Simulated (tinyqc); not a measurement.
Series resistance and length offset from two lengths at two overdrives.

Problem. In strong inversion R W = Rsd + k(x)(L - dL), k(x) = (1 + th1 x)/(mu0 Cox x), x the overdrive, Cox = eps0 eox/tox, with Rsd and dL independent of x. Find dL, Rsd, mu0 and th1.

Values chosen for this exercise: relative permittivity of the gate insulator (close to silicon dioxide) eox = 3.9; insulator thickness tox = 2.6 nm.

Constants: eps0 = 8.8541878128e-14 F/cm where lengths are in cm. Results are converted to the units shown.

total resistance times width (ohm um):

|  | L = 0.1 um | L = 0.34 um |
|---|---|---|
| overdrive 0.56 V | 897.477135 | 2970.74949 |
| overdrive 1.26 V | 477.310071 | 1430.13693 |

Solution. At each overdrive R W is a straight line in L; the two lines cross at L = dL, R W = Rsd. Their slopes give k x = (1 + th1 x)/(mu0 Cox), a straight line in x.

dL = 0.01000 um
Rsd = 120.0 ohm um
mu0 = 160.0 cm^2/(V s)
th1 = 0.05000 1/V

Program tinyqc, `OMP_NUM_THREADS=1 python tinyqc.py 2210047 2210048 out.jsonl`; Intel Xeon 2.30GHz, shared host, one thread, about 0.01 s.
